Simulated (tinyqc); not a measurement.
# One electron in a tunnel-coupled double dot: charge qubit, sensing and quantum capacitance: what changes with what

Basis (left, right), H = [[ep/2, tc], [tc, -ep/2]], splitting Om = sqrt(ep^2 + 4 tc^2), ep = al times the gate voltage. In equilibrium the electron is on the right with the chance P_R = [1 + (ep/Om) tanh(Om/2 kB T)]/2.

Inputs (values chosen for the exercise): tunnel coupling tc = 11 ueV; electron temperature T = 0.036 K; lever arm of the gate on the detuning al = 0.54 eV/V; resonator frequency f0 = 183 MHz; deviation of quasi-static detuning noise se = 1.7 ueV.

Constants: q = 1.602176634e-19 C, kB = 1.380649e-23 J/K, hbar = 1.054571817e-34 J s, h = 6.62607015e-34 J s, Vt = kB T/q. Results are converted to the units shown.

Each table varies one quantity; the others keep the values above.

## Peak signal against tunnel coupling

At ep = 0: q^2 al^2 dP_R/d(ep) splits into Cq = q^2 al^2 (2 tc^2/Om^3) tanh(Om/2 kB T) and Ct = q^2 al^2 (ep/Om)^2/(4 kB T cosh^2(Om/2 kB T)); Ct appears only if relaxation is faster than the drive. A resonator of frequency f0, capacitance Cp and quality factor Q shifts by df = -f0 Cq/(2 Cp) and its phase by -2 Q Cq/Cp. The slope dP_R/d(ep) there is tanh(tc/kB T)/(4 tc).

Peak signal against tunnel coupling:

| tc (ueV) | tc/kB T | Cq (aF) | slope (1/ueV) | 2 tc/h (GHz) |
|---|---|---|---|---|
| 0.39 | 0.1257 | 3745 | 0.08017 | 0.1886 |
| 0.77 | 0.2482 | 3690 | 0.07897 | 0.3724 |
| 1.5 | 0.4835 | 3497 | 0.07484 | 0.7254 |
| 3 | 0.9670 | 2910 | 0.06228 | 1.451 |
| 5.9 | 1.902 | 1893 | 0.04053 | 2.853 |
| 12 | 3.868 | 972.5 | 0.02082 | 5.803 |
| 23 | 7.414 | 507.8 | 0.01087 | 11.12 |
| 45 | 14.51 | 259.6 | 0.005556 | 21.76 |

Read the table: what changes, and by how much?

The peak Cq falls from 3750 to 260 aF: it levels off at q^2 al^2/(4 kB T) = 3760 aF for weak coupling and goes as tc^(-1.00) between the last two rows. Below tc of about kB T the slope measures temperature rather than coupling. For tc = 0.39, 0.77 2 tc/h is less than three times the drive frequency f0, so the electron cannot follow adiabatically.

## Line shape against detuning

q^2 al^2 dP_R/d(ep) splits into Cq = q^2 al^2 (2 tc^2/Om^3) tanh(Om/2 kB T) and Ct = q^2 al^2 (ep/Om)^2/(4 kB T cosh^2(Om/2 kB T)); Ct appears only if relaxation is faster than the drive. A Ct of 0 means below 1e-6 aF.

Line shape against detuning:

| ep (ueV) | Om (ueV) | P_R | Cq (aF) | Ct (aF) |
|---|---|---|---|---|
| 0 | 22.000 | 0.50000 | 1060.0 | 0 |
| 7.7 | 23.309 | 0.66500 | 891.85 | 0.89586 |
| 15.4 | 26.854 | 0.78663 | 583.60 | 0.86144 |
| 23.1 | 31.900 | 0.86204 | 348.27 | 0.27017 |
| 30.8 | 37.850 | 0.90686 | 208.50 | 0.050117 |
| 38.5 | 44.342 | 0.93412 | 129.67 | 0.0070378 |
| 46.2 | 51.171 | 0.95143 | 84.382 | 8.4233e-4 |
| 53.9 | 58.217 | 0.96292 | 57.301 | 9.1388e-5 |
| 61.6 | 65.411 | 0.97087 | 40.399 | 9.3023e-6 |
| 69.3 | 72.708 | 0.97656 | 29.415 | 0 |
| 77 | 80.081 | 0.98076 | 22.015 | 0 |

Cq falls from 1060 to 22.0 aF, and Ct goes from 0 through a maximum of 0.896 (at ep = 7.7 ueV among the rows listed) to 0 aF. Among the rows listed Ct reaches at most 0.0845 % of the peak of Cq, with tc/kB T = 3.5: the line is set by the coupling, and its half width is near 1.53 tc.

## Coherence against detuning

Noise in ep shifts Om by (ep/Om) d + (2 tc^2/Om^3) d^2. For Gaussian d of deviation se the spread of Om is sqrt[(ep se/Om)^2 + 2 (2 tc^2 se^2/Om^3)^2], and T2* is estimated as sqrt(2) hbar/spread; Om T2*/h counts the oscillations within T2*.

Coherence against detuning:

| ep (ueV) | Om (ueV) | T2* (ns) | oscillations within T2* |
|---|---|---|---|
| 0 | 22.00 | 10.02 | 53.31 |
| 0.55 | 22.01 | 9.120 | 48.53 |
| 1.1 | 22.03 | 7.412 | 39.48 |
| 2.2 | 22.11 | 4.840 | 25.88 |
| 4.4 | 22.44 | 2.700 | 14.65 |
| 8.8 | 23.69 | 1.464 | 8.389 |
| 16 | 27.20 | 0.9298 | 6.116 |
| 33 | 39.66 | 0.6580 | 6.311 |
| 66 | 69.57 | 0.5772 | 9.709 |

What does the comparison show?

T2* falls from 10.0 to 0.577 ns, towards sqrt(2) hbar/se = 0.548 ns far from the anticrossing; the first row is 17.4 times the last. First and second order are equal near ep = sqrt(2) se/2 = 1.20 ueV.

Computed by the program tinyqc: `OMP_NUM_THREADS=1 python tinyqc.py 2470134 2470135 out.jsonl`, one thread of a shared Intel Xeon 2.30GHz, about 0.01 s for the whole run.
